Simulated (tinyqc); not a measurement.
From results back to parameters: Boltzmann transport in a parabolic band with a power-law relaxation time. Three cases, with inputs chosen for the exercise.

Problem. The Seebeck coefficient and the Hall density nH = n/rH are given; md is hidden (a Pisarenko analysis).

F_j(eta) = (1/Gamma(j + 1)) integral_0^infinity x^j dx/(1 + exp(x - eta)), which tends to exp(eta) for eta << 0.

n = N F_1/2(eta) with N = 2 (m kB T/(4 pi c))^(3/2) with c = hbar^2/2m0, in 1/angstrom^3; times 1e24 for 1/cm^3, m = md.

tau = tau0 x^r with x = E/kT. With K_j = Gamma(j + 1) F_j(eta): <tau> = tau0 (r + 3/2) K_(r+1/2)/((3/2) K_(1/2)); mu = <tau>/(mc m0/e), m0/e = 5.685630e-12 kg/C; Hall factor rH = (3/2) K_(1/2) (2r + 3/2) K_(2r+1/2)/((r + 3/2) K_(r+1/2))^2; Seebeck S = -(kB/e) [(r + 5/2) K_(r+3/2)/((r + 3/2) K_(r+1/2)) - eta]; Lorenz number L = (kB/e)^2 [(r + 7/2) K_(r+5/2)/((r + 3/2) K_(r+1/2)) - ((r + 5/2) K_(r+3/2)/((r + 3/2) K_(r+1/2)))^2]; kB/e in V/K. Valley anisotropy is left out of rH.

Constants: hbar^2/2m0 = 3.80998211 eV angstrom^2; kB = 8.617333262e-05 eV/K.

Case 1.

Values chosen (out of a larger set: masses near those of Ge; tau0 is set for a mobility of the usual size at this n, kL is a free input; freeze-out and phonon drag, which matter near 77 K, are left out; not measured data): r = -0.5 (exponent of tau); T = 200 K.

S = -374.041 microvolt/K
nH = 4.6954e+17 1/cm^3

Case 2.

Values chosen (out of a larger set: masses near those of InP; tau0 is set for a mobility of the usual size at this n, kL is a free input; freeze-out and phonon drag, which matter near 77 K, are left out; not measured data): r = 1.5 (exponent of tau); T = 300 K.

S = -475.982 microvolt/K
nH = 5.8669e+16 1/cm^3

Case 3.

Values chosen (out of a larger set: masses near those of Ge; tau0 is set for a mobility of the usual size at this n, kL is a free input; freeze-out and phonon drag, which matter near 77 K, are left out; not measured data): r = 1.5 (exponent of tau); T = 500 K.

S = -476.703 microvolt/K
nH = 2.5062e+18 1/cm^3

Find: eta; rH; n; md.

Solution. S depends on eta alone and |S| falls steadily with it; eta gives rH and so n, and N = n/F_1/2(eta) gives md from N proportional to md^(3/2).

Case 1.

eta = -2.29
rH = 1.171
n = 5.5e+17 1/cm^3
md = 0.554 m0

Case 2.

eta = -1.47
rH = 1.875
n = 1.1e+17 1/cm^3
md = 0.075 m0

Case 3.

eta = -1.48
rH = 1.875
n = 4.7e+18 1/cm^3
md = 0.553 m0

Computed by tinyqc, one run a case: `OMP_NUM_THREADS=1 python tinyqc.py N N+1 out.jsonl` with N = 1680224, 1680360, 1680365; one thread of a shared Intel(R) Xeon(R) Processor @ 2.30GHz, about 0.01 s a run at most.
